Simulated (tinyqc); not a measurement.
Worked calculation: thin (001) film in sp3s* tight binding with raised dangling bonds. Values are carried at full precision from step to step, so a last printed digit may differ when a step is redone from the rounded ones.

sp3s* tight binding, nearest neighbours only: anion (a) at 0, cation (c) at a/4 (1,1,1), orbitals s, px, py, pz, s* on each; k in units of 2 pi/a. With phases e_j = exp(i (pi/2) k.n_j) for n = (1,1,1), (1,-1,-1), (-1,1,-1), (-1,-1,1): g0 = (e1+e2+e3+e4)/4, g1 = (e1+e2-e3-e4)/4, g2 = (e1-e2+e3-e4)/4, g3 = (e1-e2-e3+e4)/4. The diagonal holds the levels Esa, Epa, Exa (s*) and Esc, Epc, Exc. Anion-cation block: <sa|sc> = Vss g0; <sa|xc> = Vsapc g1; <xa|sc> = -Vscpa g1; <xa|xc> = Vxx g0; <xa|yc> = <ya|xc> = Vxy g3, <xa|zc> = <za|xc> = Vxy g2, <ya|zc> = <za|yc> = Vxy g1; <s*a|xc> = Vxapc g1; <xa|s*c> = -Vpaxc g1; y and z take g2 and g3 in place of g1; s-s* and s*-s* vanish.

Parameters, chosen for this exercise (out of a larger set: near a published set for GaAs, fitted to gaps, whose masses and valley positions are rough; not measured data): p = (-8.374, 1.045, -2.637, 3.661, 8.567, 6.747, -6.461, 1.962, 5.094, 4.504, 5.802, 4.838, 4.793) eV (order Esa, Epa, Esc, Epc, Exa, Exc, Vss, Vxx, Vxy, Vsapc, Vscpa, Vxapc, Vpaxc); N = 5 (atomic planes in the small film); dl = 30 eV (shift of the dangling hybrids).

## Bulk edges along [001]

Gap at Gamma and minimum on (0,0,kz), kz from 0.5 to 1, from the bulk Ev. States at zero in-plane momentum come from this line alone.

edges (eV): Gamma 1.5687, Delta 2.0352

kz of the minimum = 1.0000 2 pi/a

## The two blocks of the small film

Planes alternate anion (a), cation (c) along [001], a/4 apart, starting with an anion; zero in-plane momentum; levels counted from the bulk Ev, the lower root of [[Epa, Vxx], [Vxx, Epc]]; no spin-orbit coupling. Block of s, pz, s*: from an anion to the cation above, Vss/2 (s,s), Vsapc/2 (s,z), -Vscpa/2 (z,s), Vxx/2 (z,z), Vxapc/2 (s*,z), -Vpaxc/2 (z,s*); to the cation below the same with the s-z and s*-z signs reversed. Block of u = (px + py)/sqrt2 and v = (px - py)/sqrt2: to the cation above (Vxx + Vxy)/2 for u and (Vxx - Vxy)/2 for v, to the cation below the reverse. Each surface atom has two dangling sp3 hybrids; raising both by dl adds (dl/2) [[1, t], [t, 1]] to its s, pz levels (t = -1 at the bottom face, +1 at the top) and dl to the one of u, v in whose plane the missing bonds lie (v for a bottom anion or a top cation, u for a top anion).

Fill them in.

s, pz, s* block (eV), lower triangle:
```
         sa1     za1    *a1     sc2     zc2    *c2     sa3     za3    *a3     sc4     zc4    *c4
sa1    6.631
za1  -15.000  16.050
*a1        0       0  8.572
sc2   -3.231  -2.901      0  -2.632
zc2    2.252   0.981  2.419       0   3.666
*c2        0  -2.397      0       0       0  6.752
sa3        0       0      0  -3.231  -2.252      0  -8.369
za3        0       0      0   2.901   0.981  2.397       0   1.050
*a3        0       0      0       0  -2.419      0       0       0  8.572
sc4        0       0      0       0       0      0  -3.231  -2.901      0  -2.632
zc4        0       0      0       0       0      0   2.252   0.981  2.419       0   3.666
*c4        0       0      0       0       0      0       0  -2.397      0       0       0  6.752
sa5        0       0      0       0       0      0       0       0      0  -3.231  -2.252      0
za5        0       0      0       0       0      0       0       0      0   2.901   0.981  2.397
*a5        0       0      0       0       0      0       0       0      0       0  -2.419      0

        sa5     za5    *a5
sa5   6.631
za5  15.000  16.050
*a5       0       0  8.572
```

u, v block (eV), lower triangle:
```
       ua1     va1     uc2    vc2    ua3     va3     uc4    vc4     ua5    va5
ua1  1.050
va1      0  31.050
uc2  3.528       0   3.666
vc2      0  -1.566       0  3.666
ua3      0       0  -1.566      0  1.050
va3      0       0       0  3.528      0   1.050
uc4      0       0       0      0  3.528       0   3.666
vc4      0       0       0      0      0  -1.566       0  3.666
ua5      0       0       0      0      0       0  -1.566      0  31.050
va5      0       0       0      0      0       0       0  3.528       0  1.050
```

## Levels of the small film

Diagonalise both blocks.

levels of the s, pz, s* block (eV): -11.857  -9.064  -7.294  -2.890  2.065  2.484  2.622  3.682  6.799  8.572  8.802  9.667  11.209  27.265  27.271

levels of the u, v block (eV): -2.240  -2.240  -0.774  -0.774  5.435  5.435  6.921  6.921  31.141  31.141

No level lies between 0 and the bulk edge 1.569 eV; confinement has widened the gap at zero in-plane momentum to 2.839 eV.

## Checks

- Lowest conduction level of 201 planes, with the dangling hybrids shifted far away, against the bulk edge: 1.572 against 1.569.

Computed by tinyqc, a small Python program: `OMP_NUM_THREADS=1 python tinyqc.py 1452260 1452261 out.jsonl` (the numbers bound the seed that draws the inputs); one thread of a shared host (Intel(R) Xeon(R) Processor @ 2.30GHz), about 0.4 s for the whole set of steps.
